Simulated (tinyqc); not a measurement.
Rotating the field: cyclotron resonance of ellipsoidal valleys, Si type.

Valleys along [100], [010], [001] (each with its opposite partner), mass ml along the axis and mt across it. B lies in the (1-10) plane, b = (sin(theta)/sqrt2, sin(theta)/sqrt2, cos(theta)). For the angle phi between B and the axis, 1/mc^2 = cos^2(phi)/mt^2 + sin^2(phi)/(mt ml). Resonance: h nu = 2 muB B/mc, h = 2 pi hbar.

Values chosen for the exercise (out of a larger set: near those of Si; not measured data): ml = 0.936 m0 (longitudinal mass); mt = 0.196 m0 (transverse mass); ths = (0, 10, 25, 35, 55, 70, 90) degrees (angles).

mc against theta; [100] and [010] stay equal in this plane.

Cyclotron masses (m0):

| theta (degrees) | [100] | [001] |
|---|---|---|
| 0 | 0.4283 | 0.1960 |
| 10 | 0.4166 | 0.1984 |
| 25 | 0.3704 | 0.2115 |
| 35 | 0.3364 | 0.2279 |
| 55 | 0.2845 | 0.2860 |
| 70 | 0.2623 | 0.3567 |
| 90 | 0.2520 | 0.4283 |

What does the comparison show, and why?

All valleys give one line at theta = 54.7 degrees, B along [111], with mc = 0.2850. The [001] pair goes from mt to sqrt(ml mt), a factor 2.19; the other four only fall from sqrt(ml mt) to 0.2520, since their angle to B never drops below 45 degrees.

Computed by tinyqc, a small Python program: `OMP_NUM_THREADS=1 python tinyqc.py 1251738 1251739 out.jsonl` (the numbers bound the seed that draws the inputs); one thread of a shared host (Intel(R) Xeon(R) Processor @ 2.30GHz), about 0.01 s for the whole set of steps.
